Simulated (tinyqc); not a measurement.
Comparisons within one model: valley splitting of a silicon quantum well in envelope theory. A value that a table varies takes the place of the one given here.

The well lies at 0 < z < L; U(z) = V0 [1/(1 + exp(z/w)) + 1/(1 + exp((L - z)/w))] - e F z, 1 mV/nm = 1e-4 eV/angstrom. The envelope psi solves -(c/ml) psi'' + U psi = E psi, c = hbar^2/2m0, by three-point differences on a grid of 0.1 angstrom from -40 to L + 40 angstrom. The two valleys at +/- k0 couple through D = C0 times the integral of exp(-i q z) U(z) psi^2, q = 2 k0 (2 pi/a), and split by Ev = 2|D|.

Random alloy: with Y(z) = Yw + (Yb - Yw) B(z), B the bracket in U, and in-plane density exp(-r^2/ad^2)/(pi ad^2), D gains a random complex part of variance sigma^2 = (C0^2/pi)(a^2 V0/(8 ad (Yb - Yw)))^2 (4/a) times the integral of psi^4 Y (1 - Y). Alone it gives a mean splitting sqrt(pi) sigma; together with the smooth part the rms splitting is 2 sqrt(|D|^2 + sigma^2).

Constants: hbar^2/2m0 = 3.80998211 eV angstrom^2.

Parameters, chosen for this exercise (near those of a strained Si well in SiGe; not measured data): L = 36 angstrom (well width); V0 = 0.17 eV (conduction offset); ml = 0.934 m0 (mass along z); F = 8.2 mV/nm (field pressing towards the upper interface); k0 = 0.85 2 pi/a (valley position); a = 5.431 angstrom (lattice constant); C0 = 0.28 (Bloch overlap factor); Yb = 0.28 (Ge share of the barrier); Yw = 0.05 (Ge share of the well); ad = 160 angstrom (dot radius); ws = (0.4, 0.6, 1, 1.5, 2, 3, 3.9) angstrom (interface widths); Ls = (36, 37.4, 38.7, 40.1, 41.4, 42.8, 44.1, 45.5) angstrom (widths in steps of one atomic layer, a/4, rounded to the grid); F2 = 0.5 mV/nm (second field, zero or weak); w1 = 0.6 angstrom (interface width for this table); w = 0.7 angstrom (interface width parameter).

## Sharpness of the interface

The smooth part 2|D| and the disorder part against w, beside y/sinh(y) with y = pi q w. The 12 to 88 % width of the step is 4w.

Results:

| w (angstrom) | 4w (angstrom) | 2\|D\| (micro-eV) | y/sinh(y) | sqrt(pi) sigma (micro-eV) |
|---|---|---|---|---|
| 0.4 | 1.6 | 120.14 | 0.42 | 162.1 |
| 0.6 | 2.4 | 45.12 | 0.18 | 162.5 |
| 1.0 | 4.0 | 7.57 | 0.026 | 163.6 |
| 1.5 | 6.0 | 0.90 | 0.0017 | 165.6 |
| 2.0 | 8.0 | 0.08 | 0.00011 | 168.2 |
| 3.0 | 12.0 | 0.00 | 3.3e-07 | 175.5 |
| 3.9 | 15.6 | 0.00 | 1.7e-09 | 184.0 |

What can be read from the table?

The smooth part needs a Fourier component of U psi^2 at a wavelength of 3.19 angstrom; from the first row to the third it falls by a factor 15.9, while y/sinh(y) falls by 16.4 (the envelope near the step and the phase between the two interfaces change too). The disorder part goes from 162.1 to 184.0 micro-eV, growing as the electron overlaps more alloy. It exceeds the smooth part in every row.

## Adding atomic layers

The smooth splitting Ev = 2|D| with w = w1, at the field F2 and at F.

Results:

| L (angstrom) | q L mod 2 pi | Ev at F2 (micro-eV) | Ev at F (micro-eV) |
|---|---|---|---|
| 36.0 | 1.69 | 12.7 | 45.1 |
| 37.4 | 4.44 | 79.9 | 88.0 |
| 38.7 | 0.71 | 25.3 | 49.6 |
| 40.1 | 3.47 | 58.0 | 69.7 |
| 41.4 | 6.03 | 46.7 | 61.5 |
| 42.8 | 2.50 | 29.6 | 51.1 |
| 44.1 | 5.05 | 52.3 | 64.4 |
| 45.5 | 1.52 | 3.47 | 43.3 |

What can be read from the table?

At F2 the splitting swings between 3.47 and 79.9 micro-eV, a ratio of 23, as the two interfaces add with the phase q L, which advances on average by 2.67 rad a layer. At F the ratio is 2.03, where in the first row psi^2 at the upper interface is 2.69 times that at the lower one: the field unbalances the two contributions, which fills in the minima.

## What each parameter does

Orbital spacing, psi^2 at z = L, the smooth splitting and sigma; V0 is held fixed when Yw changes. Each row changes one parameter from the base and keeps the others.

Results:

| case | E2 - E1 (meV) | psi^2(L) (1e-3/angstrom) | 2\|D\| (micro-eV) | sigma (micro-eV) |
|---|---|---|---|---|
| base | 56.49 | 7.375 | 27.68 | 91.8 |
| ad = 200 angstrom | 56.49 | 7.375 | 27.68 | 73.4 |
| Yw = 0.08 | 56.49 | 7.375 | 27.68 | 131.0 |
| L = 42 angstrom | 45.76 | 6.076 | 30.36 | 87.2 |
| V0 = 0.213 eV | 60.10 | 6.070 | 28.03 | 116.4 |
| w = 0.49 angstrom | 56.12 | 7.497 | 78.08 | 91.5 |
| F = 12.3 mV/nm | 57.49 | 9.007 | 41.57 | 92.8 |
| k0 = 0.83 2 pi/a | 56.49 | 7.375 | 52.73 | 91.8 |
| C0 = 0.336 | 56.49 | 7.375 | 33.21 | 110.2 |

How do the results move?

The largest shifts from the base row, up to three for each result and ties (the steps differ in size, so this ranks the rows, not the parameters). E2 - E1 (meV): L -10.73, V0 +3.61, F +1.00; unchanged at the printed digits by ad, Yw, k0 and C0. psi^2(L) (1e-3/angstrom): F +1.633, V0 -1.305, L -1.299; unchanged at the printed digits by ad, Yw, k0 and C0. 2|D| (micro-eV): w +50.40, k0 +25.05, F +13.90; unchanged at the printed digits by ad and Yw. sigma (micro-eV): Yw +39.2, V0 +24.6, ad -18.4, C0 +18.4; unchanged at the printed digits by k0.

Run: tinyqc, `OMP_NUM_THREADS=1 python tinyqc.py 1281649 1281650 out.jsonl`; Intel(R) Xeon(R) Processor @ 2.30GHz, one thread, shared host; about 0.1 s of CPU time with all checks.
